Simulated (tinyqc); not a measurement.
What each parameter does: linear model of a band gap against the share of exact exchange.

E(alpha) = E0 + S alpha. A wider gap screens less, modelled in the Penn form eps(alpha) = 1 + (e0 - 1)(EP/(EP + S alpha))^2 with a scale EP chosen for the exercise. A dielectric-dependent hybrid takes alpha = 1/eps.

Values chosen for the exercise (of the order of those of InP; not measured data):

| symbol | value | unit | meaning |
|---|---|---|---|
| E0 | 0.68 | eV | gap of the semi-local functional |
| S | 5.94 | eV | slope dE/d(alpha) |
| e0 | 10.56 |  | optical dielectric constant at alpha = 0 |
| EP | 9.9 | eV | energy scale of the screening |

Fixed point alpha = 1/eps(alpha), gap and eps there. Each row changes one parameter from the base and keeps the others.

Results:

| case | alpha | E (eV) | eps |
|---|---|---|---|
| base | 0.1058 | 1.308 | 9.453 |
| E0 = 0.612 eV | 0.1058 | 1.240 | 9.453 |
| S = 5.346 eV | 0.1045 | 1.239 | 9.566 |
| e0 = 9.504 | 0.1189 | 1.386 | 8.409 |
| EP = 10.89 eV | 0.1047 | 1.302 | 9.555 |

The largest shifts from the base row, up to three for each result and ties (the steps differ in size, so this ranks the rows, not the parameters). alpha: e0 +0.0131, S -0.0012, EP -0.0011; unchanged at the printed digits by E0. E (eV): e0 +0.078, S -0.070, E0 -0.068. eps: e0 -1.044, S +0.113, EP +0.102; unchanged at the printed digits by E0.

Computed by tinyqc, a small Python program: `OMP_NUM_THREADS=1 python tinyqc.py 1850182 1850183 out.jsonl` (the numbers bound the seed that draws the inputs); one thread of a shared host (Intel(R) Xeon(R) Processor @ 2.30GHz), about 0.01 s for the whole set of steps.
